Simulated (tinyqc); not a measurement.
# Bias-temperature instability from a Gaussian distribution of capture and emission barriers, step by step

A worked calculation. Computed by tinyqc, a small Python program that keeps every step. Command: `OMP_NUM_THREADS=1 python tinyqc.py 3013489 3013490 out.jsonl bti walk`. One thread of a shared host (Intel(R) Xeon(R) Processor @ 2.30GHz), about 0.01 s of CPU time with the checks. Intermediate numbers are printed to about 6 digits and carried at full precision; extremes and crossings named in words are read from the listed rows.

Each trap has a capture time tau_0 exp(E_c/(k_B T)) under stress and an emission time tau_0 exp(E_e/(k_B T)) after it. E_c is Gaussian, and E_e = E_c + d with d Gaussian and independent. A trap counts as filled once t_s exceeds its capture time and as emptied once t_r exceeds its emission time.

Inputs (values chosen for the exercise, for a model p-channel transistor):
```
quantity                                      value        unit
shift with all traps filled V_max                77          mV
mean capture barrier at zero field mu_c        1.59          eV
spread of capture barriers sigma_c             0.39          eV
lowering of mu_c per field k_F                0.044  eV/(MV/cm)
oxide field F                                   8.1       MV/cm
mean of E_e - E_c at the stress field, delta  -0.19          eV
spread of E_e - E_c, sigma_d                   0.18          eV
time constant tau_0                           8e-11           s
temperature T                                   125           C
stress time t_s                                7000           s
recovery time t_r                              0.06           s
failure criterion                                20          mV
```

Constants: k_B = 8.617333262e-05 eV/K.

## Stress

Demarcation energies E_s = k_B T ln(t_s/tau_0), E_r = k_B T ln(t_r/tau_0); mean barrier mu = mu_c - k_F F; z = (E_s - mu)/sigma_c; Phi is the standard normal distribution. Temperatures in kelvin are T(C) + 273.15. Shift without recovery dV0 = V_max Phi(z); local time exponent n = d ln dV0/d ln t_s = (k_B T/sigma_c) exp(-z^2/2)/(sqrt(2 pi) Phi(z)); apparent activation energy n E_s.

E_s = 1.10144 eV

mean barrier mu = 1.2336 eV

z = -0.338873

shift without recovery dV0 = 28.2862 mV

time exponent n = 0.0902082

apparent activation energy = 0.0993588 eV

The stress has filled 37 % of the traps. The apparent energy 0.099 eV is only the share n of the barriers near 1.10 eV that are being crossed.

## Recovery

Remaining shift dV = V_max int_(-infinity)^(E_s) g(E_c) [1 - Phi((E_r - E_c - delta)/sigma_d)] dE_c, g the Gaussian density of E_c (Gauss-Legendre, 120 points over 7 sigma_c below E_s).

E_r = 0.701143 eV

remaining shift dV = 12.7397 mV

remaining share dV/dV0 = 0.450388

A measurement delay of t_r hides 55 % of the shift.

## Lifetime

Solve V_max Phi(z) = criterion for t_s; the power-law extrapolation from the stress point is t_s (criterion/dV0)^(1/n); 1 year = 3.15576e7 s.

log10 of the lifetime in s = 2.33808

log10 of the power-law estimate in s = 2.17625

The power law gives a time shorter by 0.16 decades, since n falls as traps fill; ten years is log10 = 8.50.

## What a measurement delay does to the time exponent

Columns: no delay, and delays of 1 us, 1 ms and 1 s.

Shift (mV):
```
t_s (s)   no delay     1 us     1 ms      1 s
1.00e+00   10.1512   6.7649   2.8529   0.4486
1.00e+01   13.8634  10.3409   5.3991   1.2116
1.00e+02   18.3289  14.7481   9.0641   2.7699
1.00e+03   23.4853  19.8843  13.7658   5.4425
1.00e+04   29.2010  25.5943  19.2698   9.3537
1.00e+05   35.2827  31.6747  25.2712  14.3381
1.00e+06   41.4946  37.8864  31.4584  19.9978
1.00e+07   47.5853  43.9771  37.5430  25.8607
```

Between 10 and 1000 s the apparent exponent is 0.114 without delay, 0.142 at 1 us, 0.203 at 1 ms and 0.326 at 1 s: a slow measurement loses more of a short stress than of a long one, which steepens the curve. Without delay the exponent falls from 0.135 to 0.059 over the table, so the growth is not a true power law. Caution: step-function filling and one Gaussian population are simplifications; real devices show several populations.

Checks made by the program: time exponent against a finite difference (relative difference 2e-10).
